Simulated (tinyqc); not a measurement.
Inside a calculation. Method: Hubbard chain of 4 sites. Computed by tinyqc, a small Python program that keeps every step. Settings: hopping = 0.99, U = 7.5, mixing = 1, iteration cap = 86. Command: `OMP_NUM_THREADS=1 python tinyqc.py 24370 24371 out.jsonl` (the two numbers bound the seeds that draw the settings). One thread of a shared host (Intel(R) Xeon(R) Processor @ 2.60GHz), about 0.2 s of CPU time with the checks.

one-body matrix (hopping and site energies) (eV), order 1, 2, 3, 4:
$$\begin{pmatrix}
0.000000 & -0.990000 & 0.000000 & 0.000000 \\
-0.990000 & 0.000000 & -0.990000 & 0.000000 \\
0.000000 & -0.990000 & 0.000000 & -0.990000 \\
0.000000 & 0.000000 & -0.990000 & 0.000000
\end{pmatrix}$$

U = 7.500000 eV

electrons, up and down: [1, 1]

n(up) at the start (a guess, not normalised): 1 0.250000, 2 0.250000, 3 0.250000, 4 0.250000

n(down) at the start (a guess): 1 0.250000, 2 0.250000, 3 0.250000, 4 0.250000

Each step fills the lowest levels of T + U n(other spin) and sets n(new) = n + mixing (n(out) - n); stop when output and input agree to 1e-8.

Course of the cycle:
```
iteration       E (eV)  largest |n(out) - n(in)|  mean |n_up - n_down|
1          -0.95370730                  1.12e-01              0.000000
2          -0.45954372                  1.94e-01              0.000000
3          -0.12785969                  2.69e-01              0.000000
4           0.94321337                  3.55e-01              0.000000
5           0.47534784                  3.86e-01              0.000000
6           1.40150149                  4.07e-01              0.000000
7           0.57294702                  4.11e-01              0.000000
8           1.45396512                  4.13e-01              0.000000
9           0.58258526                  4.13e-01              0.000000
10          1.45889026                  4.13e-01              0.000000
11          0.58347591                  4.13e-01              0.000000
...                ...                       ...                   ...
76          1.18959684                  4.75e-01              0.000000
77          1.18959684                  4.75e-01              0.000000
78          1.18959684                  4.75e-01              0.000000
79          1.18959684                  4.75e-01              0.000000
80          1.18959684                  4.75e-01              0.000000
81          1.18959684                  4.75e-01              0.000000
82          1.18959684                  4.75e-01              0.000000
83          1.18959684                  4.75e-01              0.000000
84          1.18959684                  4.75e-01              0.000000
85          1.18959684                  4.75e-01              0.000000
86          1.18959684                  4.75e-01              0.000000
```

Can the last value be used, and what does the course show?

Not by the stop rule, although the second column moves by less than 1e-07 over the last three steps. Not converged within 86 iterations: the residual has stopped falling. The lowest mean-field energy found from random starts is -2.19598 eV. Reruns (cap 100 unless said): mixing 0.2: converged in 21 to a higher stationary point (E = -1.18030); mixing 0.5: converged in 19 to a higher stationary point (E = -1.18030); mixing 0.9: not converged; the original settings with a cap of 400: not converged.
